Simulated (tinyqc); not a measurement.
## Voltage drop against the resistance of a horizontal segment

A grid of 25 by 25 nodes with segments Rx (rows) and Ry (columns); every node draws I1 and the central node kh I1; pads with resistance Rp sit at the nodes whose row and column are multiples of the pitch, counting from 0. The drops u = Vdd - V follow from G u = i, with G the conductance matrix and i the load currents, solved directly. Here the pitch is 3.

Inputs (values chosen for the exercise):

| symbol | value | unit | meaning |
|---|---|---|---|
| Vdd | 0.9 | V | supply voltage |
| Ry | 0.36 | ohm | resistance of a vertical segment |
| Rp | 0.24 | ohm | resistance from a pad node to the supply |
| kh | 1 |  | factor on the load at the hot node |
| I1 | 2.2 | mA | load current of a node in the large grid |

Results:
columns A: Rx (ohm); B: pads; C: worst drop (mV); D: mean drop (mV); E: largest drop at a pad (mV); F: largest pad current (mA); G: worst drop over Vdd (%)
```
A       B      C      D      E      F       G
0.091  81  5.717  4.981  4.606  19.19  0.6352
0.18   81  6.079  5.235  4.660  19.42  0.6754
0.73   81  7.616  6.342  4.715  19.65  0.8463
1.5    81  9.411  7.569  4.719  19.66   1.046
2.9    81  12.53  9.630  4.720  19.67   1.392
5.8    81  18.91  13.77  4.723  19.68   2.101
```

Estimate the missing row, Rx = 0.37 ohm.

Computed row:
columns A: Rx (ohm); B: pads; C: worst drop (mV); D: mean drop (mV); E: largest drop at a pad (mV); F: largest pad current (mA); G: worst drop over Vdd (%)
```
A      B      C      D      E      F       G
0.37  81  6.680  5.673  4.699  19.58  0.7422
```

With this row back in the table: The worst drop rises from 5.72 to 18.9 mV and the mean drop rises from 4.98 to 13.8 mV. The worst drop goes as Rx^(0.09) between the first two rows and Rx^(0.59) between the last two. The central node is itself a pad.

Computed by the program tinyqc: `OMP_NUM_THREADS=1 python tinyqc.py 2770112 2770113 out.jsonl`, one thread of a shared Intel Xeon 2.30GHz, about 0.2 s for the whole run.
